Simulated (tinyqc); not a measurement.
Spin coating of a resist or spin-on film: centrifugal thinning, evaporation and the final thickness (Emslie and Meyerhofer models): one step, computed by the program tinyqc. Command: `OMP_NUM_THREADS=1 python tinyqc.py 3111068 3111069 out.jsonl spincoat walk`. One thread of a shared host (Intel(R) Xeon(R) Processor @ 2.30GHz), about 0.2 s of CPU time with the checks.

A Newtonian film stays uniform over the wafer; solvent and solids have the same density and the concentration is uniform through the thickness.

Problem. First explicit step of the full model. omega = 2 pi f/60; nu(c) = nu_s + k c^gamma; evaporation rate e = e0 sqrt(f/1000 rpm). Solids s and liquid l per area start at s = c0 h0, l = (1 - c0) h0. With h = h0 and c = c0: Q = K h^3, K = 2 omega^2/(3 nu); one Euler step of length dt = 0.01 h0/Q for s and l, ds/dt = -c Q, dl/dt = -(1 - c) Q - e.

Inputs (values chosen for the exercise, of the order of those of a polymer resist in an ester solvent): solids volume fraction c0 = 0.026; starting thickness h0 = 600 micrometre.

flow constant K = 0.02909601 1/(micrometre^2 s)

evaporation rate e = 0.7747580 micrometre/s

Give: Q; dt; s; l; Q/e at the start.

Solution.

Q = 6.285e+06 micrometre/s

dt = 9.547e-07 s

s = 15.444 micrometre

l = 578.6 micrometre

Q/e at the start = 8.112e+06
